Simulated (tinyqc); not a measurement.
# Coupling and lever arm from microwave spectroscopy

Problem. A charge qubit absorbs at h f = sqrt(ep^2 + 4 tc^2), ep = al (V - V0). Find al, V0 and tc.

Constants: q = 1.602176634e-19 C, h = 6.62607015e-34 J s. Results are converted to the units shown.

gate voltage (mV): [0.732, 0.762, 0.786]
resonance frequency Om/h (GHz): [2.1761903, 1.9464438, 3.1385463]

Solution. (h f)^2 is a parabola in V: its curvature gives al, its vertex V0 and 4 tc^2.

al = 0.300 eV/V
V0 = 0.750 mV
tc = 3.60 ueV

tinyqc, about 0.01 s, one thread, Intel Xeon 2.30GHz (shared host): `OMP_NUM_THREADS=1 python tinyqc.py 2470020 2470021 out.jsonl`
